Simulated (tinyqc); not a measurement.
# Delay unit and parasitic delay from two ring oscillators

Inverse problem. A ring of 51 inverters oscillates at 1/(2 x 51 d), with stage delay d = tau (h + p) for fan-out h. Find tau, p and the delay at fan-out 4.

frequencies of 51-stage ring oscillators with fan-out 1 and 4 (GHz): 0.92715492  0.35008754

Answer. d is a straight line in h with slope tau and intercept tau p.

tau = 5.81 ps
p = 0.820
delay at fan-out 4 = 28.0 ps

Program tinyqc, `OMP_NUM_THREADS=1 python tinyqc.py 2082035 2082036 out.jsonl`; Intel Xeon 2.30GHz, shared host, one thread, about 0.01 s.
